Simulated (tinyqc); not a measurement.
Thin-body transistor below threshold, two-dimensional Poisson equation on a small mesh: two steps of the calculation.

A thin body on a thick buried insulator of low permittivity, taken as carrying no normal field at the bottom of the body (row 0). Mobile charge is neglected (subthreshold), the body is fully depleted, and potentials are counted from the intrinsic level; rows run upward to the gate, columns from source to drain.

Parameters, values chosen for the exercise; semiconductor permittivity close to that of silicon: relative permittivity of the semiconductor eps_r = 11.8; relative permittivity of the insulator eox = 3.9; body thickness tb = 6 nm; insulator thickness tox = 2.4 nm; channel length L = 40 nm; acceptor density of the depleted body Na = 0 cm^-3.

Constants: q = 1.602176634e-19 C, eps0 = 8.8541878128e-14 F/cm where lengths are in cm. Results are converted to the units shown.

Task 1. Coefficients of the five-point equations. Mesh: rows i = 0..3 in the semiconductor (step hs = tb/3, row 3 on the interface), then 2 step(s) ho = tox/2 up to the gate row 5; columns j = 0..6 (step hy = L/6). Box integration, divided by eps0: up_i = eps hy/h of the interval above row i, dn_i = that of the interval below (0 for row 0), lat_i = (sum of eps h/2 over the intervals above and below)/hy, s_i = -q Na w_i hy/eps0 with w_i the semiconductor height of the box (hs/2 for row 0 and the interface row, hs between, 0 in the insulator). Each free node obeys (up + dn + 2 lat) psi = up psi(above) + dn psi(below) + lat [psi(left) + psi(right)] + s.

Find: up; dn; lat; s.

Result 1.

| row | up | dn | lat | s (V) |
|---|---|---|---|---|
| 0 | 39.33 | 0 | 1.770 | 0 |
| 1 | 39.33 | 39.33 | 3.540 | 0 |
| 2 | 39.33 | 39.33 | 3.540 | 0 |
| 3 | 21.67 | 39.33 | 2.121 | 0 |
| 4 | 21.67 | 21.67 | 0.7020 | 0 |

Task 2. Over-relaxation sweep (omega = 1.5). Free nodes: rows 0..4, columns 1..5, taken row by row from row 0, left to right. t = (up psi(above) + dn psi(below) + lat [psi(left) + psi(right)] + s)/(up + dn + 2 lat), with the newest neighbours; psi(new) = psi + 1.5 (t - psi).

psi at the start (fixed values on the edges, free nodes at the gate value) (V):

|  | j=0 | j=1 | j=2 | j=3 | j=4 | j=5 | j=6 |
|---|---|---|---|---|---|---|---|
| row 0 | 0.5500000 | -0.1200000 | -0.1200000 | -0.1200000 | -0.1200000 | -0.1200000 | 1.0500000 |
| row 1 | 0.5500000 | -0.1200000 | -0.1200000 | -0.1200000 | -0.1200000 | -0.1200000 | 1.0500000 |
| row 2 | 0.5500000 | -0.1200000 | -0.1200000 | -0.1200000 | -0.1200000 | -0.1200000 | 1.0500000 |
| row 3 | 0.5500000 | -0.1200000 | -0.1200000 | -0.1200000 | -0.1200000 | -0.1200000 | 1.0500000 |
| row 4 | 0.2150000 | -0.1200000 | -0.1200000 | -0.1200000 | -0.1200000 | -0.1200000 | 0.4650000 |
| row 5 | -0.1200000 | -0.1200000 | -0.1200000 | -0.1200000 | -0.1200000 | -0.1200000 | -0.1200000 |

| row | up | dn | lat | s (V) |
|---|---|---|---|---|
| 0 | 39.333333 | 0 | 1.77 | 0 |
| 1 | 39.333333 | 39.333333 | 3.54 | 0 |
| 2 | 39.333333 | 39.333333 | 3.54 | 0 |
| 3 | 21.666667 | 39.333333 | 2.121 | 0 |
| 4 | 21.666667 | 21.666667 | 0.702 | 0 |

Find: psi after iteration 1.

Result 2.

psi after iteration 1 (V):

|  | j=0 | j=1 | j=2 | j=3 | j=4 | j=5 | j=6 |
|---|---|---|---|---|---|---|---|
| row 0 | 0.550 | -0.079 | -0.117 | -0.120 | -0.120 | -0.048 | 1.050 |
| row 1 | 0.550 | -0.050 | -0.114 | -0.120 | -0.120 | 0.002 | 1.050 |
| row 2 | 0.550 | -0.030 | -0.110 | -0.119 | -0.120 | 0.037 | 1.050 |
| row 3 | 0.550 | -0.006 | -0.106 | -0.118 | -0.120 | 0.079 | 1.050 |
| row 4 | 0.215 | -0.029 | -0.107 | -0.119 | -0.120 | 0.038 | 0.465 |
| row 5 | -0.120 | -0.120 | -0.120 | -0.120 | -0.120 | -0.120 | -0.120 |

tinyqc, about 0.1 s, one thread, Intel Xeon 2.30GHz (shared host): `OMP_NUM_THREADS=1 python tinyqc.py 2480074 2480075 out.jsonl`
